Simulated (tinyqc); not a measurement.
Hubbard chain of 2 sites, step by step. One step of it, computed by the program tinyqc.

Task: Mean-field iteration 1. H(up) = T + U n(down), H(down) = T + U n(up); fill the lowest levels; n(new) = n + mixing (n(out) - n); E = tr T (rho up + rho down) + U sum n_up n_down of the output.

one-body matrix (hopping and site energies) (eV):
```
           1          2
1   0.000000  -0.970000
2  -0.970000   0.000000
```

U = 8.400000 eV

electrons, up and down: 1  1

mixing = 0.200000

n(up) at the start (a guess, not normalised): 1 0.500000, 2 0.500000

n(down) at the start (a guess): 1 0.500000, 2 0.500000

Give: levels, up; levels, down; energy; n(up) after iteration 1; n(down) after iteration 1.

Result:

levels, up (eV): 3.2300  5.1700

levels, down (eV): 3.2300  5.1700

energy = 2.2600 eV

n(up) after iteration 1: 1 0.5000, 2 0.5000

n(down) after iteration 1: 1 0.5000, 2 0.5000
